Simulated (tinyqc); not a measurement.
Worked calculation: CIS on RHF in the sto-3g basis, for BeH+, spin multiplicity 1. One step of it, computed by the program tinyqc.

Task: CIS matrix, triplets. A(ia,jb) = (e_a - e_i) d_ij d_ab - (ij|ab).

orbital energies (hartree): MO1 -5.018132, MO2 -0.728261, MO3 -0.262537, MO4 -0.141489, MO5 -0.141489, MO6 0.315310

Two-electron integrals over orbitals (pq|rs), unique and non-zero (hartree):
```
(11|11) 2.275475    (21|11) -0.166067   (21|21) 0.020841    (22|11) 0.481888
(22|21) 0.002122    (22|22) 0.525005    (31|11) -0.173657   (31|21) 0.016232
(31|22) -0.017950   (31|31) 0.027667    (32|11) 0.041032    (32|21) -0.005624
(32|22) -0.067023   (32|31) 0.002408    (32|32) 0.035928    (33|11) 0.552560
(33|21) -0.013200   (33|22) 0.320251    (33|31) 0.004229    (33|32) 0.029089
(33|33) 0.465732    (41|41) 0.015596    (42|41) 0.013343    (42|42) 0.043053
(43|41) 0.014043    (43|42) 0.031094    (43|43) 0.051865    (44|11) 0.569235
(44|21) -0.006109   (44|22) 0.367099    (44|31) -0.006099   (44|32) 0.020026
(44|33) 0.398223    (44|44) 0.449859    (51|51) 0.015596    (52|51) 0.013343
(52|52) 0.043053    (53|51) 0.014043    (53|52) 0.031094    (53|53) 0.051865
(54|54) 0.024249    (55|11) 0.569235    (55|21) -0.006109   (55|22) 0.367099
(55|31) -0.006099   (55|32) 0.020026    (55|33) 0.398223    (55|44) 0.401360
(55|55) 0.449859    (61|11) 0.097643    (61|21) -0.016102   (61|22) -0.010883
(61|31) -0.003384   (61|32) 0.006763    (61|33) 0.017210    (61|44) 0.001999
(61|55) 0.001999    (61|61) 0.018226    (62|11) -0.120962   (62|21) 0.003016
(62|22) 0.056850    (62|31) 0.006391    (62|32) -0.046689   (62|33) -0.026426
(62|44) -0.055830   (62|55) -0.055830   (62|61) 0.001737    (62|62) 0.121621
(63|11) 0.051891    (63|21) -0.003798   (63|22) -0.056040   (63|31) 0.005686
(63|32) 0.030449    (63|33) 0.057100    (63|44) 0.018469    (63|55) 0.018469
(63|61) 0.007129    (63|62) -0.047634   (63|63) 0.048658    (64|41) -0.009113
(64|42) -0.029661   (64|43) -0.014172   (64|64) 0.026227    (65|51) -0.009113
(65|52) -0.029661   (65|53) -0.014172   (65|65) 0.026227    (66|11) 0.512093
(66|21) -0.000514   (66|22) 0.521504    (66|31) -0.015350   (66|32) -0.065824
(66|33) 0.349588    (66|44) 0.371407    (66|55) 0.371407    (66|61) -0.006794
(66|62) 0.086661    (66|63) -0.055826   (66|66) 0.559123
```

Give: CIS matrix A, triplet.

Result:

CIS matrix A, triplet (hartree), lower triangle:
```
        1>3    1>4    1>5    1>6    2>3    2>4    2>5    2>6
1>3   4.203
1>4   0.000  4.307
1>5   0.000  0.000  4.307
1>6  -0.052  0.000  0.000  4.821
2>3   0.013  0.000  0.000  0.004  0.145
2>4   0.000  0.006  0.000  0.000  0.000  0.220
2>5   0.000  0.000  0.006  0.000  0.000  0.000  0.220
2>6   0.004  0.000  0.000  0.001  0.056  0.000  0.000  0.522
```
